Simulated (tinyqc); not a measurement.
Worked calculation: CIS on RHF in the 6-311g basis, for H2, spin multiplicity 1. One step of it, computed by the program tinyqc.

Question. Integrals over molecular orbitals. (pq|rs) = sum C_ip C_jq C_kr C_ls (ij|kl), one index at a time.

coefficients C:
```
            MO1        MO2        MO3        MO4        MO5        MO6
1H 1s  0.196366   0.078199  -0.050701  -0.086775  -1.069925  -1.143385
1H 2s  0.292944  -0.053896  -0.698912  -1.805684   1.213140   1.823237
1H 3s  0.122642   2.383758   0.843150   2.259714  -0.486822  -1.221197
2H 1s  0.196366  -0.078199  -0.050701   0.086775  -1.069925   1.143385
2H 2s  0.292944   0.053896  -0.698912   1.805684   1.213140  -1.823237
2H 3s  0.122642  -2.383758   0.843150  -2.259714  -0.486822   1.221197
```

core Hamiltonian H = T + V (hartree), lower triangle:
```
           1H 1s      1H 2s      1H 3s      2H 1s      2H 2s      2H 3s
1H 1s  -0.549974
1H 2s  -1.028144  -1.073864
1H 3s  -0.678648  -0.860024  -0.812236
2H 1s  -0.685361  -0.789299  -0.594901  -0.549974
2H 2s  -0.789299  -0.943557  -0.793581  -1.028144  -1.073864
2H 3s  -0.594901  -0.793581  -0.772826  -0.678648  -0.860024  -0.812236
```

Two-electron integrals (ij|kl) in chemists' order, unique and non-zero (hartree):
```
(11|11) 1.393035   (21|11) 0.822971   (21|21) 0.509703   (22|11) 0.822904
(22|21) 0.543028   (22|22) 0.644106   (31|11) 0.411256   (31|21) 0.257757
(31|22) 0.279868   (31|31) 0.130794   (32|11) 0.543681   (32|21) 0.365771
(32|22) 0.452669   (32|31) 0.189803   (32|32) 0.325140   (33|11) 0.494021
(33|21) 0.340115   (33|22) 0.445993   (33|31) 0.178035   (33|32) 0.331779
(33|33) 0.361682   (41|11) 0.326086   (41|21) 0.205538   (41|22) 0.224124
(41|31) 0.104409   (41|32) 0.151988   (41|33) 0.142414   (41|41) 0.111173
(42|11) 0.361147   (42|21) 0.240677   (42|22) 0.288422   (42|31) 0.124340
(42|32) 0.202849   (42|33) 0.199414   (42|41) 0.139719   (42|42) 0.199130
(43|11) 0.229721   (43|21) 0.155234   (43|22) 0.191721   (43|31) 0.080596
(43|32) 0.136811   (43|33) 0.137418   (43|41) 0.090842   (43|42) 0.134850
(43|43) 0.092868   (44|11) 0.725419   (44|21) 0.496532   (44|22) 0.620883
(44|31) 0.258610   (44|32) 0.442939   (44|33) 0.442609   (44|41) 0.326086
(44|42) 0.501634   (44|43) 0.345447   (44|44) 1.393035   (51|11) 0.501634
(51|21) 0.312634   (51|22) 0.336345   (51|31) 0.158380   (51|32) 0.227333
(51|33) 0.212306   (51|41) 0.139719   (51|42) 0.168397   (51|43) 0.109120
(51|44) 0.361147   (51|51) 0.199130   (52|11) 0.567934   (52|21) 0.378374
(52|22) 0.457897   (52|31) 0.195651   (52|32) 0.324956   (52|33) 0.324992
(52|41) 0.179974   (52|42) 0.247490   (52|43) 0.167812   (52|44) 0.567934
(52|51) 0.247490   (52|52) 0.358273   (53|11) 0.417683   (53|21) 0.284072
(53|22) 0.360695   (53|31) 0.147998   (53|32) 0.262826   (53|33) 0.274953
(53|41) 0.137228   (53|42) 0.199097   (53|43) 0.138260   (53|44) 0.466347
(53|51) 0.187289   (53|52) 0.290266   (53|53) 0.245434   (54|11) 0.496532
(54|21) 0.338077   (54|22) 0.422944   (54|31) 0.175942   (54|32) 0.303240
(54|33) 0.306325   (54|41) 0.205538   (54|42) 0.312634   (54|43) 0.216667
(54|44) 0.822971   (54|51) 0.240677   (54|52) 0.378374   (54|53) 0.314114
(54|54) 0.509703   (55|11) 0.620883   (55|21) 0.422944   (55|22) 0.537556
(55|31) 0.220430   (55|32) 0.391252   (55|33) 0.407487   (55|41) 0.224124
(55|42) 0.336345   (55|43) 0.235530   (55|44) 0.822904   (55|51) 0.288422
(55|52) 0.457897   (55|53) 0.389812   (55|54) 0.543028   (55|55) 0.644106
(61|11) 0.345447   (61|21) 0.216667   (61|22) 0.235530   (61|31) 0.109967
(61|32) 0.159804   (61|33) 0.149981   (61|41) 0.090842   (61|42) 0.109120
(61|43) 0.070823   (61|44) 0.229721   (61|51) 0.134850   (61|52) 0.167812
(61|53) 0.127219   (61|54) 0.155234   (61|55) 0.191721   (61|61) 0.092868
(62|11) 0.466347   (62|21) 0.314114   (62|22) 0.389812   (62|31) 0.163068
(62|32) 0.280416   (62|33) 0.286883   (62|41) 0.137228   (62|42) 0.187289
(62|43) 0.127219   (62|44) 0.417683   (62|51) 0.199097   (62|52) 0.290266
(62|53) 0.237143   (62|54) 0.284072   (62|55) 0.360695   (62|61) 0.138260
(62|62) 0.245434   (63|11) 0.437756   (63|21) 0.301803   (63|22) 0.397267
(63|31) 0.158068   (63|32) 0.296288   (63|33) 0.324723   (63|41) 0.133521
(63|42) 0.192594   (63|43) 0.134229   (63|44) 0.437756   (63|51) 0.192594
(63|52) 0.303245   (63|53) 0.261320   (63|54) 0.301803   (63|55) 0.397267
(63|61) 0.134229   (63|62) 0.261320   (63|63) 0.300610   (64|11) 0.258610
(64|21) 0.175942   (64|22) 0.220430   (64|31) 0.091565   (64|32) 0.158373
(64|33) 0.160680   (64|41) 0.104409   (64|42) 0.158380   (64|43) 0.109967
(64|44) 0.411256   (64|51) 0.124340   (64|52) 0.195651   (64|53) 0.163068
(64|54) 0.257757   (64|55) 0.279868   (64|61) 0.080596   (64|62) 0.147998
(64|63) 0.158068   (64|64) 0.130794   (65|11) 0.442939   (65|21) 0.303240
(65|22) 0.391252   (65|31) 0.158373   (65|32) 0.287756   (65|33) 0.306084
(65|41) 0.151988   (65|42) 0.227333   (65|43) 0.159804   (65|44) 0.543681
(65|51) 0.202849   (65|52) 0.324956   (65|53) 0.280416   (65|54) 0.365771
(65|55) 0.452669   (65|61) 0.136811   (65|62) 0.262826   (65|63) 0.296288
(65|64) 0.189803   (65|65) 0.325140   (66|11) 0.442609   (66|21) 0.306325
(66|22) 0.407487   (66|31) 0.160680   (66|32) 0.306084   (66|33) 0.340569
(66|41) 0.142414   (66|42) 0.212306   (66|43) 0.149981   (66|44) 0.494021
(66|51) 0.199414   (66|52) 0.324992   (66|53) 0.286883   (66|54) 0.340115
(66|55) 0.445993   (66|61) 0.137418   (66|62) 0.274953   (66|63) 0.324723
(66|64) 0.178035   (66|65) 0.331779   (66|66) 0.361682
```

Give: one-electron integrals over orbitals h = C^T H C; Two-electron integrals over orbitals.

Answer.

one-electron integrals over orbitals h = C^T H C (hartree), lower triangle:
```
         1        2        3        4       5       6
1  -1.2677
2   0.0000  -0.4712
3   0.1365   0.0000  -0.3730
4   0.0000   0.2067   0.0000  -0.2497
5   0.1051   0.0000  -0.1795   0.0000  1.1712
6   0.0000   0.0195   0.0000  -0.2338  0.0000  1.4858
```

Two-electron integrals over orbitals (pq|rs), unique and non-zero (hartree):
```
(11|11) 0.6624    (21|21) 0.0418    (22|11) 0.3432    (22|22) 0.2953
(31|11) -0.1365   (31|22) -0.0226   (31|31) 0.0546    (32|21) 0.0237
(32|32) 0.0418    (33|11) 0.3657    (33|22) 0.2726    (33|31) -0.0347
(33|33) 0.2820    (41|21) -0.0599   (41|32) -0.0113   (41|41) 0.1054
(42|11) -0.1333   (42|22) -0.0418   (42|31) 0.0366    (42|33) -0.0442
(42|42) 0.0507    (43|21) 0.0261    (43|32) 0.0175    (43|41) -0.0381
(43|43) 0.0231    (44|11) 0.5101    (44|22) 0.3243    (44|31) -0.0812
(44|33) 0.3154    (44|42) -0.1016   (44|44) 0.4434    (51|11) -0.1051
(51|22) -0.0084   (51|31) 0.0544    (51|33) -0.0245   (51|42) 0.0228
(51|44) -0.0559   (51|51) 0.0953    (52|21) 0.0018    (52|32) 0.0017
(52|41) 0.0007    (52|43) -0.0059   (52|52) 0.0094    (53|11) 0.1169
(53|22) 0.0292    (53|31) -0.0409   (53|33) 0.0361    (53|42) -0.0328
(53|44) 0.0740    (53|51) -0.0481   (53|53) 0.0383    (54|21) -0.0020
(54|32) -0.0207   (54|41) -0.0155   (54|43) 0.0051    (54|52) -0.0140
(54|54) 0.0370    (55|11) 0.6483    (55|22) 0.3327    (55|31) -0.1363
(55|33) 0.3599    (55|42) -0.1262   (55|44) 0.4942    (55|51) -0.1335
(55|53) 0.1264    (55|55) 0.6726    (61|21) -0.0284   (61|32) 0.0124
(61|41) 0.0693    (61|43) -0.0302   (61|52) 0.0207    (61|54) -0.0517
(61|61) 0.1021    (62|11) -0.0240   (62|22) 0.0117    (62|31) 0.0195
(62|33) 0.0006    (62|42) 0.0013    (62|44) -0.0063   (62|51) 0.0329
(62|53) -0.0130   (62|55) -0.0346   (62|62) 0.0184    (63|21) 0.0276
(63|32) 0.0016    (63|41) -0.0516   (63|43) 0.0190    (63|52) -0.0051
(63|54) 0.0202    (63|61) -0.0511   (63|63) 0.0331    (64|11) 0.1516
(64|22) 0.0214    (64|31) -0.0617   (64|33) 0.0418    (64|42) -0.0402
(64|44) 0.0912    (64|51) -0.0801   (64|53) 0.0513    (64|55) 0.1689
(64|62) -0.0318   (64|64) 0.0894    (65|21) 0.0726    (65|32) 0.0124
(65|41) -0.1312   (65|43) 0.0553    (65|52) -0.0193   (65|54) 0.0544
(65|61) -0.1378   (65|63) 0.0849    (65|65) 0.2351    (66|11) 0.7045
(66|22) 0.3521    (66|31) -0.1613   (66|33) 0.3731    (66|42) -0.1465
(66|44) 0.5441    (66|51) -0.1812   (66|53) 0.1514    (66|55) 0.7422
(66|62) -0.0485   (66|64) 0.2122    (66|66) 0.8547
```
